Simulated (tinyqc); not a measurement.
Mobility against temperature: two scattering mechanisms together, and the Matthiessen rule.

Non-degenerate electrons. 1/tau(x) = x^(1/2)/tA + 1/(tI x^(3/2)), x = E/kT, with tA = ta (T/300)^(-3/2) and tI = ti (T/300)^(3/2) (the screening logarithm is held fixed). <tau> = integral x^(3/2) tau exp(-x) dx/Gamma(5/2); mu = <tau>/(mc m0/e), m0/e = 5.685630e-12 kg/C. Matthiessen: 1/mu = 1/muA + 1/muI with <tau>A = tA Gamma(2)/Gamma(5/2), <tau>I = tI Gamma(4)/Gamma(5/2).

Values chosen for the exercise (out of a larger set: masses near those of Ge; tau0 is set for a mobility of the usual size at this n, kL is a free input; freeze-out and phonon drag, which matter near 77 K, are left out; not measured data):
- ta = 110 fs (acoustic tau at E = kT and 300 K)
- ti = 14 fs (impurity tau at E = kT and 300 K)
- mc = 0.1194 m0 (conductivity mass)

rH = <tau^2>/<tau>^2. ta and ti are inputs of their own, not tied to tau0.

Mobilities (cm^2/(V s)):
```
T (K)  acoustic  impurity  Matthiessen  exact     rH  Matthiessen/exact
40     2.50e+04      45.3         45.2   45.0  1.915              1.004
60     1.36e+04      83.3         82.7   81.6  1.877              1.014
80     8.85e+03       128          126    123  1.815              1.031
120    4.82e+03       235          225    206  1.651              1.091
160    3.13e+03       363          325    277  1.489              1.173
220    1.94e+03       585          449    346  1.307              1.300
300    1.22e+03       931          528    376  1.166              1.404
400         792  1.43e+03          510    360  1.082              1.417
550         491  2.31e+03          405    304  1.037              1.334
```

What does the comparison show, and why?

The exact mobility peaks at 300 K of those listed. The two mechanisms are equal between 300 and 400 K. The rule overestimates everywhere, most at 400 K (by 42 %), since impurities stop the slow electrons and phonons the fast ones. rH runs between 1.037 and 1.915; the pure limits are 1.178 and 1.933, and the mixture dips below both, since the opposite energy slopes of the two rates leave tau nearly constant. Optical and intervalley phonons, left out, lower real mobilities above about 150 K.

Run: tinyqc, `OMP_NUM_THREADS=1 python tinyqc.py 1651593 1651594 out.jsonl`; Intel(R) Xeon(R) Processor @ 2.30GHz, one thread, shared host; about 0.01 s of CPU time with all checks.
